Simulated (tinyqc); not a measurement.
# Nanowire ballistic transistor, top-of-the-barrier model: effect of the band edge at the barrier top above the source Fermi level at zero bias

At the top of the source barrier, states moving towards the drain are filled by the source (Fermi level 0) and states moving back by the drain (Fermi level -q Vd); nothing scatters. U is the shift of the band edge there, set by the capacitances CG, CD and CS (the total) and by the charge. Parabolic one-dimensional subband; the source is grounded.

N0 = gv sqrt(2 m kB T/pi)/hbar, CG = 2 pi eps0 eox/ln(1 + 2 tox/d), CS = CG/aG, n0 = n at U = 0 and Vd = 0. eta1 = -(E0 + U)/Vt, eta2 = eta1 - Vd/Vt, n = (N0/2)[F_(-1/2)(eta1) + F_(-1/2)(eta2)], F_(-1/2)(x) = (1/sqrt(pi)) int_0^infinity u^(-1/2)/(1 + exp(u - x)) du. U = UL + q (n - n0)/CS with UL = -(aG Vg + aD Vd), energies in eV. I = gv (2 q^2/h) Vt [ln(1 + exp eta1) - ln(1 + exp eta2)]. CQ = (q/Vt) dn/d(eta1).

Values chosen for this exercise; mass and valleys made up:
```
symbol  value  unit                                      meaning
T         150     K                                  temperature
m        0.05    m0                               effective mass
gv          4                                  valley degeneracy
eox        16        relative permittivity of the gate insulator
tox       2.5    nm                          insulator thickness
d           2    nm                                wire diameter
aG       0.93                                 gate control CG/CS
aD      0.047                                drain control CD/CS
Vg        0.8     V                                 gate voltage
Vd        0.8     V                                drain voltage
```

Constants: q = 1.602176634e-19 C, kB = 1.380649e-23 J/K, hbar = 1.054571817e-34 J s, h = 6.62607015e-34 J s, m0 = 9.1093837015e-31 kg, Vt = kB T/q, eps0 = 8.8541878128e-14 F/cm where lengths are in cm. Results are converted to the units shown.

Effect of the band edge at the barrier top above the source Fermi level at zero bias:
```
E0 (eV)	eta1	n (cm^-1)	I (uA)	mean velocity I/(q n) (cm/s)	CQ/CS
0.1	36.49	1.001e7	146.2	9.111e7	0.2229
0.15	33.34	9.571e6	133.5	8.709e7	0.2332
0.2	30.21	9.111e6	121.0	8.292e7	0.2451
0.25	27.12	8.632e6	108.7	7.857e7	0.2587
0.3	24.07	8.130e6	96.42	7.403e7	0.2748
0.35	21.06	7.602e6	84.35	6.925e7	0.2940
0.4	18.09	7.045e6	72.48	6.422e7	0.3175
0.45	15.19	6.451e6	60.84	5.887e7	0.3471
```

As E0 goes from 0.1 to 0.45 eV, n falls from 1.00e7 to 6.45e6 cm^-1, the mean velocity falls from 9.11e7 to 5.89e7 cm/s and the current falls from 146 to 60.8 uA. CQ/CS goes from 0.22 to 0.35. For E0 = 0.1 to 0.3 eV the source Fermi level lies over 0.3 eV above the band edge, where a light band is no longer parabolic.

tinyqc, about 0.06 s, one thread, Intel Xeon 2.30GHz (shared host): `OMP_NUM_THREADS=1 python tinyqc.py 2400148 2400149 out.jsonl`
